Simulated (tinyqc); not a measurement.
Absorber share: periodic multilayer mirror for extreme ultraviolet light.

s polarisation, vacuum above. q_j = sqrt(N_j^2 - sin^2 theta); interface r_jk = (q_j - q_k)/(q_j + q_k) exp(-2 (2 pi/lam)^2 q_j q_k sg^2) (Nevot-Croce; sg = 0 if not given); phase factor of a layer x_j = exp(4 pi i q_j d_j/lam). Each period has the spacer (thickness (1 - Gm) L) on top of the absorber (Gm L). In this recursion R is the amplitude; R in tables and results is the reflectance, its squared modulus. The substrate is of the spacer material. Starting with R = 0 in it, each interface upward gives R -> (r + R x)/(1 + r R x), x that of the layer below the interface (1 for the substrate).

Values chosen for the exercise (optical constants near those of Mo and Si at 13.5 nm; shifted at random, so the results belong to these values and not to a real crystal): lam = 13.5 nm (wavelength); dA = (0.0789, 0.00659) (delta and beta of the absorber, N = 1 - delta + i beta); dS = (0.001, 0.00184) (delta and beta of the spacer and the substrate); theta = 0 degrees (angle from the normal); sg = 0.5 nm (interface roughness); Np = 20 (periods).

For each Gm the period is set so that lam_B = 2 L Re(mean q) equals lam - 0.09 nm.

Results:
```
Gm,L (nm),R
0.15,6.791,0.224
0.20,6.818,0.331
0.25,6.845,0.422
0.30,6.872,0.491
0.35,6.900,0.539
0.40,6.928,0.568
0.45,6.956,0.582
0.50,6.984,0.582
0.60,7.041,0.544
0.70,7.099,0.452
```

The largest value listed is 0.582 at 0.5. The contrast of a period goes as sin(pi Gm) and is largest at 0.5, while the loss grows with Gm; R is 0.582 at 0.5, 0.491 at 0.3 and 0.452 at 0.7. Contrast counts most here, so the best share lies near 0.5, a little below it through absorption.

Computed by tinyqc, a small Python program: `OMP_NUM_THREADS=1 python tinyqc.py 1682009 1682010 out.jsonl` (the numbers bound the seed that draws the inputs); one thread of a shared host (Intel(R) Xeon(R) Processor @ 2.30GHz), about 0.01 s for the whole set of steps.
